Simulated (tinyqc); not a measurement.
What each parameter does: square lattice in a magnetic field (Harper-Hofstadter model).

Landau gauge, lattice period 1: the magnetic cell has q sites j = 0 to q - 1 along x. H_jj = -2 ty cos(ky + 2 pi p j/q), H_(j,j+1) = -tx, and the bond from q - 1 back to 0 is H_(q-1,0) = -tx exp(i q kx). The levels depend on k only through cos(q kx) and cos(q ky), so the band edges lie at (0, 0) and (pi/q, pi/q).

Inputs chosen for the exercise:

| symbol | value | unit | meaning |
|---|---|---|---|
| p | 1 |  | flux per plaquette p/q, in units of h/e |
| q | 3 |  |  |
| tx | 1.6 | meV | hopping along x |
| ty | 1.6 | meV | hopping along y |

Bottom and width of band 1, the first gap and the total width of all bands. Each row changes one parameter from the base and keeps the others.

Results:

| case | bottom (meV) | width (meV) | first gap (meV) | total width (meV) |
|---|---|---|---|---|
| base | -4.3713 | 1.1713 | 2.0287 | 4.6851 |
| tx = 1.92 meV | -4.8335 | 1.3135 | 2.2065 | 5.2540 |
| ty = 1.2 meV | -3.8739 | 1.0739 | 1.7261 | 4.2955 |
| p = 2 | -4.3713 | 1.1713 | 2.0287 | 4.6851 |
| q = 4 | -4.5255 | 0.3445 | 2.4492 | 4.1526 |

The largest shifts from the base row, up to three for each result and ties (the steps differ in size, so this ranks the rows, not the parameters). bottom (meV): ty +0.4974, tx -0.4622, q -0.1542; unchanged at the printed digits by p. width (meV): q -0.8268, tx +0.1422, ty -0.0974; unchanged at the printed digits by p. first gap (meV): q +0.4205, ty -0.3026, tx +0.1778; unchanged at the printed digits by p. total width (meV): tx +0.5689, q -0.5325, ty -0.3897; unchanged at the printed digits by p. Flux p/q and 1 - p/q have the same spectrum: reversing the field leaves it alone, and one whole quantum is a gauge change.

Run: tinyqc, `OMP_NUM_THREADS=1 python tinyqc.py 1282332 1282333 out.jsonl`; Intel(R) Xeon(R) Processor @ 2.30GHz, one thread, shared host; about 0.03 s of CPU time with all checks.
